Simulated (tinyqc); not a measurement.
Trap density from two Hall measurements.

Problem. p-type body, charge-sheet picture, full ionisation (an idealisation for deep acceptors), Boltzmann statistics for free electrons. e = Ec - EF at the surface. psi = Eg - Vt ln(Nv/Na) - e; N_dep = sqrt(2 eps0 eps_r Na (psi - Vt)/q); n_f = sqrt(N_dep^2 + 2 eps0 eps_r Vt Nc exp(-e/Vt)/q) - N_dep; Vg = Vfb + psi + q (N_dep + n_t + n_f)/Cox, Cox = eps0 eox/tox. Find e and n_t at both points and the mean trap density between them.

Values chosen for this exercise; band and dielectric values close to those of 4H silicon carbide:
```
symbol,value,unit,meaning
T,300,K,temperature
Eg,3.24,eV,band gap
eps_r,9.65,,relative permittivity
Nc,1.71e19,cm^-3,conduction-band density of states at T
Nv,2.46e19,cm^-3,valence-band density of states at T
eox,3.9,,relative permittivity of the insulator
tox,28,nm,insulator thickness
Na,6.2e16,cm^-3,acceptor density
Vfb,-2.72,V,flat-band voltage without trapped charge
```

Constants: q = 1.602176634e-19 C, kB = 1.380649e-23 J/K, Vt = kB T/q, eps0 = 8.8541878128e-14 F/cm where lengths are in cm. Results are converted to the units shown.

Vg (V): 2.4334722  3.4407378
free sheet density from the Hall effect (cm^-2): 1.5597980e10  3.9284235e11

Solution. Each n_f fixes e; what the gate voltage holds beyond psi, N_dep and n_f is trapped; the difference quotient is the density, smeared over a few Vt.

e (eV): 0.121  0.0340
n_t (cm^-2): 2.76e11  5.86e11
mean trap density = 3.57e12 cm^-2 eV^-1

Program tinyqc, `OMP_NUM_THREADS=1 python tinyqc.py 2222193 2222194 out.jsonl`; Intel Xeon 2.30GHz, shared host, one thread, about 0.02 s.
